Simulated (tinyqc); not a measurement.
Superjunction drift layer against a plain one, charge balance: two steps of the calculation.

Alternating n and p pillars of equal width wp, doping N and length Lp. When depleted, the lateral field peaks at Ex = q N wp/(2 eps0 eps_r) at the pillar junctions and a uniform vertical field Ey is added; breakdown is taken where Ex^2 + Ey^2 = Ef^2. Only the n pillars conduct, narrowed by the zero-bias depletion. A first-order model: the field peaks at the pillar ends are left out.

Inputs (values chosen for the exercise); values close to those of silicon: relative permittivity of the semiconductor eps_r = 11.9; critical field at a doping of 1e16 cm^-3 E16 = 0.4 MV/cm; mobility at low doping mx = 1380 cm^2/(V s); mobility at high doping mi = 90.1 cm^2/(V s); reference doping of the mobility Nr = 1.3e17 cm^-3; wanted breakdown voltage BV = 460 V.

Constants: q = 1.602176634e-19 C, eps0 = 8.8541878128e-14 F/cm where lengths are in cm. Results are converted to the units shown.

Task 1. Doping of the plain drift layer. Ec(N) = E16 (N/1e16 cm^-3)^(1/8); N(new) = eps0 eps_r Ec(N)^2/(2 q BV).

N at the start = 1e16 cm^-3

Wanted: Ec; N after iteration 1.

Result 1.

Ec = 0.4000 MV/cm
N after iteration 1 = 1.144e15 cm^-3

Task 2. Thickness and resistance of the plain layer. Ec(N) = E16 (N/1e16 cm^-3)^(1/8), mu(N) = mi + (mx - mi)/(1 + (N/Nr)^0.9). W = 2 BV/Ec, Rsp = W/(q mu N).

N of the plain layer = 5.5516652e14 cm^-3

Wanted: mu; W; Rsp.

Result 2.

mu = 1371 cm^2/(V s)
W = 33.01 um
Rsp = 27.08 mohm cm^2

tinyqc, about 0.01 s, one thread, Intel Xeon 2.30GHz (shared host): `OMP_NUM_THREADS=1 python tinyqc.py 2590029 2590030 out.jsonl`
